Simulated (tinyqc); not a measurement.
Schottky barrier with interface states (Cowley-Sze model), image lowering and contact resistance: one step, computed by the program tinyqc.

An n-type semiconductor under a metal. The barrier lies between the Schottky-Mott limit phi_M - chi and the Bardeen limit E_g - E_n, E_n being the neutrality level of the interface states; the space-charge term of the full Cowley-Sze expression is left out.

Question. Tunnelling scale and contact resistivity. A* = 4 pi e m_e M_c k_B^2/h^3 (a simple valley count); J_s = A* T^2 exp(-phi/k_B T). E_00 = (e hbar/2) sqrt(N/(m_e eps_s eps_0)), E_0 = E_00 coth(E_00/k_B T); scaling form of the contact resistivity rho_c = (k_B/(e A* T)) exp(phi_B/E_0), which is the thermionic result when E_00 << k_B T and keeps only the leading exponential of tunnelling when E_00 >> k_B T; image lowering is left out of it.

Inputs (values chosen for the exercise, with gap, mass and screening modelled on 4H-SiC):
```
quantity                     value   unit
dielectric constant eps_s     9.77      -
electron mass m_e            0.405    m_0
valleys M_c                      3      -
donor density N            4.2e+16  cm^-3
temperature T                  300      K
```

Pinning factor from: Moench relation.

barrier phi_B = 2.053627 eV

Constants: k_B = 8.617333262e-05 eV/K; hbar = 1.054571817e-34 J s; m_0 = 9.1093837015e-31 kg; eps_0 = 8.8541878128e-12 F/m; e = 1.602176634e-19 C; k_B = 1.380649e-23 J/K; h = 6.62607015e-34 J s.

Give: E_00; E_00/k_B T; E_0; contact resistivity rho_c.

Answer.

E_00 = 0.001913 eV

E_00/k_B T = 0.07399

E_0 = 0.02590 eV

contact resistivity rho_c = 5.376e+25 ohm cm^2

With the usual bounds 0.5 and 5 on E_00/k_B T the regime is thermionic emission; so large a rho_c means a blocking contact.
